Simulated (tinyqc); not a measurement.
Inside a calculation. Method: tight binding, honeycomb lattice. Computed by tinyqc, a small Python program that keeps every step. Settings: t1 = 2.52, t2 = 0, phi = 0, delta = 0, points = 6. Command: `OMP_NUM_THREADS=1 python tinyqc.py 26802 26803 out.jsonl` (the two numbers bound the seeds that draw the settings). One thread of a shared host (Intel(R) Xeon(R) Processor @ 2.60GHz), about 0.01 s of CPU time with the checks.

## Bloch Hamiltonian at k

Parameters chosen for this model:
```
parameter,value,unit
t1,2.520000,"eV, nearest"
t2,0,"eV, second neighbours"
phi,0,"rad, phase of t2 (Haldane)"
delta,0,"eV, +/- on A and B"
```

k point k (fractions of the reciprocal vectors): -0.370000  0.180000

H_AB = -t1 (1 + exp(-i k.a1) + exp(-i k.a2)); H_AA = delta - 2 t2 sum cos(k.b + phi), H_BB = -delta - 2 t2 sum cos(k.b - phi), b = a1, a2 - a1, -a2.

H(k) at k (eV):
```
,A,B
A,0.000000,-1.867905+0.443163i
B,-1.867905-0.443163i,0.000000
```

## Levels at k

Diagonalise the Hermitian matrix.

eigenvalues (eV): -1.919756  1.919756

weights |c|^2 of the basis functions:
```
,band 1,band 2
A,0.500000,0.500000
B,0.500000,0.500000
```

## Bloch Hamiltonian at K

k point K (fractions of the reciprocal vectors): 0.333333  0.666667

As before.

H(k) at K (eV):
```
,A,B
A,0.000000,0.000000
B,0.000000,0.000000
```

## Levels at K

As before.

eigenvalues (eV): 0.000000  0.000000

## Bands along a path

The same steps at evenly spaced points between the labelled ones.

Bands along the path (eV):
```
k,band 1,band 2
G,-7.560000,7.560000
G-K 0.25,-6.884768,6.884768
G-K 0.50,-5.040000,5.040000
G-K 0.75,-2.520000,2.520000
K,0,0
K-M 0.25,-1.043818,1.043818
K-M 0.50,-1.844768,1.844768
K-M 0.75,-2.348266,2.348266
M,-2.520000,2.520000
M-K' 0.25,-2.348266,2.348266
M-K' 0.50,-1.844768,1.844768
M-K' 0.75,-1.043818,1.043818
K',0,0
```

With 1 band(s) filled, the highest filled level on these points lies at K and the lowest empty one at K: the bands touch or overlap, so there is no gap.
